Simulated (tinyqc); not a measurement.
Inside a calculation. Method: tight binding, kagome lattice. Computed by tinyqc, a small Python program that keeps every step. Settings: t1 = 1.16, t2 = 0.47, delta = 0, bands filled = 2. Command: `OMP_NUM_THREADS=1 python tinyqc.py 27433 27434 out.jsonl` (the two numbers bound the seeds that draw the settings). One thread of a shared host (Intel(R) Xeon(R) Processor @ 2.60GHz), about 0.01 s of CPU time with the checks.

## Bloch Hamiltonian at k

Parameters chosen for this model:
```
parameter     value                unit
t1         1.160000    eV, up triangles
t2         0.470000  eV, down triangles
delta             0        eV on site C
```

k point k (fractions of the reciprocal vectors): -0.090000  -0.340000

H_AB = -t1 - t2 exp(-i k.a1), H_AC = -t1 - t2 exp(-i k.a2), H_BC = -t1 - t2 exp(i k.(a1 - a2)), H_CC = delta.

H(k) at k (eV), lower triangle (Hermitian):
```
                     A                    B         C
A             0.000000
B  -1.556834+0.251839i             0.000000
C  -0.908161+0.396834i  -1.160000+0.470000i  0.000000
```

## Levels at k

Diagonalise the Hermitian matrix.

eigenvalues (eV): -2.559481  0.929481  1.630000

weights |c|^2 of the basis functions:
```
     band 1    band 2    band 3
A  0.341005  0.287455  0.371540
B  0.380976  0.048402  0.570621
C  0.278019  0.664142  0.057838
```

## Bloch Hamiltonian at K

k point K (fractions of the reciprocal vectors): 0.333333  0.666667

As before.

H(k) at K (eV), lower triangle (Hermitian):
```
                     A                    B         C
A             0.000000
B  -0.925000-0.407032i             0.000000
C  -0.925000+0.407032i  -0.925000-0.407032i  0.000000
```

## Levels at K

As before.

eigenvalues (eV): -1.850000  0.220000  1.630000

weights |c|^2 of the basis functions:
```
     band 1    band 2    band 3
A  0.333333  0.333333  0.333333
B  0.333333  0.333333  0.333333
C  0.333333  0.333333  0.333333
```

## Bands along a path

The same steps at evenly spaced points between the labelled ones.

Bands along the path (eV):
```
k             band 1    band 2    band 3
G          -3.260000  1.630000  1.630000
G-K 0.25   -3.082301  1.452301  1.630000
G-K 0.50   -2.618337  0.988337  1.630000
G-K 0.75   -2.086387  0.456387  1.630000
K          -1.850000  0.220000  1.630000
K-M 0.25   -1.894243  0.264243  1.630000
K-M 0.50   -1.982646  0.352646  1.630000
K-M 0.75   -2.057839  0.427839  1.630000
M          -2.086387  0.456387  1.630000
M-K' 0.25  -2.057839  0.427839  1.630000
M-K' 0.50  -1.982646  0.352646  1.630000
M-K' 0.75  -1.894243  0.264243  1.630000
K'         -1.850000  0.220000  1.630000
```

With 2 band(s) filled, the highest filled level on these points lies at G and the lowest empty one at G-K 0.50: the bands touch or overlap, so there is no gap.
